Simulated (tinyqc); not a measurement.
Space-charge-limited current with shallow traps: two steps of the calculation.

One carrier type, drift only, an injecting contact at x = 0 (zero field) and thickness L. The share th = y/(1 + y), y = (Nc/Nt) exp(-Et/kB T), of the injected charge is free: J = q mu n F, eps0 eps_r dF/dx = q (n - n0)/th.

Inputs (values chosen for the exercise): temperature T = 300 K; relative permittivity eps_r = 12.6; mobility mu = 0.31 cm^2/(V s); thickness L = 1300 nm; band density of states Nc = 8e20 cm^-3; trap density Nt = 4.5e16 cm^-3; trap depth Et = 0.52 eV; free carrier density in equilibrium n0 = 3.5e9 cm^-3; voltage V = 3.4 V.

Constants: q = 1.602176634e-19 C, kB = 1.380649e-23 J/K, Vt = kB T/q, eps0 = 8.8541878128e-14 F/cm where lengths are in cm. Results are converted to the units shown.

Problem 1. Limits and characteristic voltages. Ohmic J = q n0 mu V/L; Mott-Gurney J = (9/8) th eps0 eps_r mu V^2/L^3; they cross at Vx = 8 q n0 L^2/(9 th eps0 eps_r); traps fill at V_TFL = q Nt L^2/(2 eps0 eps_r).

Give: th; ohmic J; Mott-Gurney J; Vx; V_TFL.

Solution 1.

th = 3.2677e-5
ohmic J = 4.5465e-6 A/cm^2
Mott-Gurney J = 6.6897e-5 A/cm^2
Vx = 0.23107 V
V_TFL = 54.609 V

Problem 2. The exact current. Exact: with u = n0/n(L), w = -u - ln(1 - u) and v = -u - u^2/2 - ln(1 - u), V = (q n0 L^2/(th eps0 eps_r)) v/w^2 and J = q^2 n0^2 mu L/(th eps0 eps_r w). v/w^2 falls steadily with u, so u follows by bisection.

Give: v/w^2; u; w; J; exit field over V/L.

Solution 2.

v/w^2 = 13.08
u = 0.09616
w = 0.004943
J = 7.033e-5 A/cm^2
exit field over V/L = 1.487

J is 1.6 % below the plain sum of the two limits; the exit field lies between the ohmic 1 and the Mott-Gurney 1.5.

Range of the model: Diffusion and a field-dependent mobility are left out. With injecting contacts the diffusion current, about 4 pi^2 Vt th eps0 eps_r mu V/L^3, equals the Mott-Gurney current at V = 35 kB T/q (0.9 V at 300 K), so the drift-only result needs V well above that.

Program tinyqc, `OMP_NUM_THREADS=1 python tinyqc.py 2370079 2370080 out.jsonl`; Intel Xeon 2.30GHz, shared host, one thread, about 0.01 s.
